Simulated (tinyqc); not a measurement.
Random telegraph noise from one oxide trap in a small MOSFET: effect of the temperature.

An acceptor-like trap exchanges electrons with the channel. Inversion charge Q = Cox u, u = n Vt W0(exp((Vg - VT)/(n Vt))), W0 the Lambert function, n = nf, Cox = eps0 eox/tox; linear regime Id = (W/L) mu Q Vd. Relative to threshold the surface potential rises by Vt ln(u/u0) and the oxide voltage by the rest of Vg - VT, with u0 = n Vt W0(1).

N = Cox u/q; dpsi = Vt ln(u/u0); E = E0 - dpsi - (xt/tox)(Vg - VT - dpsi); capture time tc = 1/[(N/zi) vth s0 exp(-xt/lt - EB/Vt)]; emission time te = tc exp(-E/Vt); occupancy te/(tc + te). A = W L; threshold step dV = q (1 - xt/tox)/(Cox A); gm/Id = 1/(u + n Vt); relative step dI/I = (gm/Id) dV + asc mu/A. fc = (1/tc + 1/te)/(2 pi); rms = (dI/I) sqrt(tc te)/(tc + te). VT, nf, vth and mu are held fixed.

Values chosen for this exercise; values of the order met in silicon transistors:
```
symbol,value,unit,meaning
eox,3.9,,relative permittivity of the gate insulator (close to silicon dioxide)
tox,1.6,nm,insulator thickness
xt,0.56,nm,depth of the trap from the channel interface
E0,0.22,eV,trap level above the channel Fermi level at threshold
s0,1e-17,cm^2,capture prefactor
EB,0.52,eV,capture barrier (lattice relaxation)
lt,0.14,nm,tunnelling decay length
vth,1.8e7,cm/s,thermal velocity
zi,1.7,nm,thickness of the inversion layer
VT,0.26,V,threshold voltage
nf,1.34,,body factor
W,23,nm,gate width
L,81,nm,gate length
mu,150,cm^2/(V s),mobility
asc,0,V s,scattering coefficient of the charged trap
Vd,0.02,V,drain voltage
Vg,0.68,V,gate voltage
```

Constants: q = 1.602176634e-19 C, kB = 1.380649e-23 J/K, Vt = kB T/q, eps0 = 8.8541878128e-14 F/cm where lengths are in cm. Results are converted to the units shown.

Effect of the temperature:
```
T (K)    E (eV)    tc (s)    te (s)  occupancy  dI/I (%)    fc (Hz)  rms dI/I (%)
180    0.038509  3.8477e6  3.2136e5   0.077081   0.67898  5.3662e-7       0.18110
210    0.034763     32530    4764.3    0.12775   0.68309  3.8298e-5       0.22802
240    0.031294    909.38    200.26    0.18047   0.68621  9.6975e-4       0.26390
270    0.028066    56.407    16.883    0.23036   0.68844   0.012249       0.28988
300    0.025052    6.1106    2.3186    0.27507   0.68988   0.094688       0.30806
330    0.022230   0.99284   0.45435    0.31395   0.69060    0.51060       0.32051
360    0.019579   0.21859   0.11629    0.34725   0.69066     2.0968       0.32882
390    0.017085  0.060786  0.036562    0.37558   0.69014     6.9713       0.33421
```

As T goes from 180 to 390, tc falls from 3.85e6 to 0.0608 s, te falls from 3.21e5 to 0.0366 s and dI/I goes from 0.679 through a maximum of 0.691 (at T = 360 among the rows listed) to 0.690 %. Activation energies over the table: 0.517 eV for capture (EB = 0.52 eV, altered by the change of N) and 0.461 eV for emission.

Range of the model: VT is taken as given; short-channel effects and the uneven flow of current among few electrons are left out.

Computed by the program tinyqc: `OMP_NUM_THREADS=1 python tinyqc.py 2710048 2710049 out.jsonl`, one thread of a shared Intel Xeon 2.30GHz, about 0.01 s for the whole run.
